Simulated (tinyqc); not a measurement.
Punch-through p+-n junction, ionisation integral and breakdown: one step of the calculation.

A p+ layer at x < 0 and an n drift layer from x = 0 to L on an n+ substrate. Depletion approximation, built-in voltage neglected. Local ionisation coefficients alpha_n = an exp(-(bn/E)^mx), alpha_p = ap exp(-(bp/E)^mx). Electrons move towards +x, holes towards x = 0.

Question. Field and ionisation coefficients on a grid. W = sqrt(2 eps0 eps_r V/(q N)), peak field E0 = q N W/(eps0 eps_r), falling linearly to 0 at W; if W > L the layer is punched through: W = L, E0 = V/L + q N L/(2 eps0 eps_r), falling linearly to E1 = V/L - q N L/(2 eps0 eps_r). Grid: 12 equal steps from 0 to fr W.

Values chosen for this exercise; material values close to those of silicon:
```
symbol,value,unit,meaning
eps_r,11.9,,relative permittivity
an,7.11e5,1/cm,prefactor of the electron ionisation coefficient
bn,1.27e6,V/cm,field constant for electrons
ap,1.68e6,1/cm,prefactor of the hole ionisation coefficient
bp,2.13e6,V/cm,field constant for holes
mx,1,,exponent
N,1.9e15,cm^-3,donor density of the drift layer
L,4.5,um,thickness of the drift layer
V,98.5,V,reverse voltage
fr,1,,share of the depleted width that the grid covers
```

Constants: q = 1.602176634e-19 C, eps0 = 8.8541878128e-14 F/cm where lengths are in cm. Results are converted to the units shown.

Wanted: W; x; E; alpha_n; alpha_p.

Answer.

W = 4.5000 um

```
point  x (um)  E (kV/cm)  alpha_n (1/cm)  alpha_p (1/cm)
0      0.0000     283.89          8110.7          926.60
1      0.3750     273.06          6791.6          688.03
2      0.7500     262.23          5604.2          498.47
3      1.1250     251.39          4548.5          351.24
4      1.5000     240.56          3622.9          239.82
5      1.8750     229.72          2824.4          157.95
6      2.2500     218.89          2148.2          99.817
7      2.6250     208.05          1588.0          60.136
8      3.0000     197.22          1135.6          34.268
9      3.3750     186.39          781.03          18.291
10     3.7500     175.55          512.91          9.0353
11     4.1250     164.72          318.70          4.0677
12     4.5000     153.88          185.20          1.6366
```

Computed by the program tinyqc: `OMP_NUM_THREADS=1 python tinyqc.py 2120044 2120045 out.jsonl`, one thread of a shared Intel Xeon 2.30GHz, about 0.07 s for the whole run.
